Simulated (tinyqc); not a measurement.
Thermal stress and diffusional relaxation in a metal film: Coble and Nabarro-Herring creep, cooling and holds: one step, computed by the program tinyqc.

A thin film on a rigid substrate is stress-free at T0. Tension is positive and the film creeps linearly: d sigma/dt = -M (mismatch) dT/dt - sigma/tau.

Task: Creep at the hold temperature. Creep rate per stress: Nabarro-Herring 14 D Omega/(k_B T d^2), Coble (14 pi) delta D_b Omega/(k_B T d^3), with D = D0 exp(-E/(k_B T)), delta D_b = (delta D_b)0 exp(-E_b/(k_B T)); 1/tau = M x (sum of both)/2 (biaxial strain rate is half the uniaxial one). Temperatures in kelvin are T(C) + 273.15. sigma(t) = sigma_0 exp(-t/tau), relaxed part sigma_0 - sigma(t); the grain size where both mechanisms are equal is pi delta D_b/D.

Inputs (values chosen for the exercise, modelled on silver films on silicon):
```
quantity,value,unit
biaxial modulus M,138,GPa
atomic volume Omega,17,angstrom^3
lattice prefactor D0,3.4e-05,m^2/s
lattice energy E,1.93,eV
boundary prefactor (delta D_b)0,3.6e-15,m^3/s
boundary energy E_b,0.945,eV
grain size d,0.27,um
stress-free temperature T0,400,C
hold temperature T,230,C
hold time t,0.01,h
```

stress after a quench sigma_0 = 370.668 MPa

Constants: k_B = 1.380649e-23 J/K; k_B = 8.617333262e-05 eV/K.

Give: Nabarro-Herring rate; Coble rate; relaxation time tau; stress after the hold; stress relaxed during the hold; crossover grain size.

Result:

Nabarro-Herring rate = 7.4438e-19 1/(Pa s)

Coble rate = 6.7392e-12 1/(Pa s)

relaxation time tau = 5.9736e-04 h

stress after the hold = 1.9898e-05 MPa

stress relaxed during the hold = 370.67 MPa

crossover grain size = 2.4444e+06 um

Coble creep is 9.1e6 times as fast as Nabarro-Herring creep at this grain size. The crossover size is formal, far above any film grain. Caution: bulk creep laws overstate relaxation in a bonded film, where the substrate constrains boundary diffusion, and dislocation glide is left out.
